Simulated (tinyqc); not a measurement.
Inside a calculation. Method: Pariser-Parr-Pople SCF with singles CI, for the molecule [CH2+]c1ccccc1 (SMILES; centres numbered as the heavy atoms are written). One step of it, computed by the program tinyqc.

Question. Iteration 1: orbitals and new P. Diagonalise F (the basis is taken as orthonormal) and form P = 2 sum c c over the lowest orbitals; 0.5 of the old P is kept.

F (eV):
```
            1C          2C          3C          4C         5C          6C          7C
1C  -10.740109   -4.788479   -0.748515    0.206414   0.468079    0.206414   -0.748515
2C   -4.788479  -12.736976   -4.363937    0.000000   0.525108    0.000000   -4.363937
3C   -0.748515   -4.363937  -10.881245   -5.052876  -0.374257    0.688665    0.374336
4C    0.206414    0.000000   -5.052876  -10.517749  -4.788827    0.000000    0.688665
5C    0.468079    0.525108   -0.374257   -4.788827  -9.759347   -4.788827   -0.374257
6C    0.206414    0.000000    0.688665    0.000000  -4.788827  -10.517749   -5.052876
7C   -0.748515   -4.363937    0.374336    0.688665  -0.374257   -5.052876  -10.881245
```

pi electrons, sum of z_r less the charge = 6

P at the start:
```
           1C         2C         3C         4C         5C         6C         7C
1C   0.428571   0.635034   0.285714  -0.112480  -0.285714  -0.112480   0.285714
2C   0.635034   1.000000   0.522554   0.000000  -0.224960   0.000000   0.522554
3C   0.285714   0.522554   0.857143   0.705037   0.142857  -0.294963  -0.142857
4C  -0.112480   0.000000   0.705037   1.000000   0.635034   0.000000  -0.294963
5C  -0.285714  -0.224960   0.142857   0.635034   0.857143   0.635034   0.142857
6C  -0.112480   0.000000  -0.294963   0.000000   0.635034   1.000000   0.705037
7C   0.285714   0.522554  -0.142857  -0.294963   0.142857   0.705037   0.857143
```

Give: orbital energies; P after iteration 1.

Answer.

orbital energies (eV): -20.8333  -17.4015  -16.6400  -9.2085  -5.1333  -4.9561  -1.8616

P after iteration 1:
```
         1C       2C       3C       4C       5C       6C       7C
1C   0.4476   0.6622   0.2718  -0.1200  -0.2795  -0.1200   0.2718
2C   0.6622   1.0399   0.5047  -0.0092  -0.2168  -0.0092   0.5047
3C   0.2718   0.5047   0.8578   0.7143   0.1654  -0.2847  -0.1743
4C  -0.1200  -0.0092   0.7143   0.9880   0.6267   0.0201  -0.2847
5C  -0.2795  -0.2168   0.1654   0.6267   0.8210   0.6267   0.1654
6C  -0.1200  -0.0092  -0.2847   0.0201   0.6267   0.9880   0.7143
7C   0.2718   0.5047  -0.1743  -0.2847   0.1654   0.7143   0.8578
```
